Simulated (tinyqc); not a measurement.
Reduced doping and fringe capacitance from two biases.

Inverse problem. C = eps0 eps_r hr/W + Cf with W = sqrt(2 eps0 eps_r (Vb + V)/(q Nr)), 1/Nr = 1/Na + 1/Nd. Find Cf, W at zero bias and Nr.

Values chosen for this exercise; values close to those of silicon near 1550 nm: relative permittivity of the semiconductor eps_r = 11.7; built-in voltage Vb = 0.89 V; rib height hr = 310 nm.

Constants: q = 1.602176634e-19 C, eps0 = 8.8541878128e-14 F/cm where lengths are in cm. Results are converted to the units shown.

C at V = 0 and 3 V (pF/m): 627.72498  323.73008

Answer. C is linear in (Vb + V)^(-1/2); the intercept is Cf.

Cf = 45.00 pF/m
W(0) = 55.11 nm
Nr = 3.789e17 cm^-3

Program tinyqc, `OMP_NUM_THREADS=1 python tinyqc.py 2650106 2650107 out.jsonl`; Intel Xeon 2.30GHz, shared host, one thread, about 0.01 s.
